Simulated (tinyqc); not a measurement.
Length of a polyene: Hueckel, PPP and singles CI along the polyenes. Computed by the program tinyqc. Hueckel uses the same beta without repulsion; CIS keeps all single excitations and so misses the low, doubly excited 2Ag state. W is the valence ionisation energy of a centre, MN the Mataga-Nishimoto formula, f the oscillator strength.

All-trans chains of carbon centres 1.40 angstrom apart:
```
parameter                               value
beta (eV), times 1 +/- alternation  -2.300000
alternation                          0.060000
W (eV)                              11.160000
gamma_rr (eV)                       10.140000
repulsion formula                          MN
```

Gaps and excitations (eV):
```
centres  Hueckel gap  PPP orbital gap  bright singlet (CIS)      f  lowest triplet (CIS)
2              4.876            9.982                 7.393  0.634                 2.359
4              3.172            7.740                 5.263  1.020                 1.516
6              2.395            6.616                 4.261  1.433                 1.136
8              1.955            5.944                 3.670  1.821                 0.930
10             1.673            5.500                 3.281  2.185                 0.805
12             1.478            5.188                 3.008  2.529                 0.723
14             1.336            4.960                 2.807  2.856                 0.666
```

What does the comparison show, and why?

The Hueckel gap tends to 4 x alternation x |beta| = 0.55 eV for long chains. Exchange opens the PPP orbital gap, and the attraction of electron and hole brings the bright state 2.15 eV below it at 14 centres; the triplet lies 2.14 eV lower still.
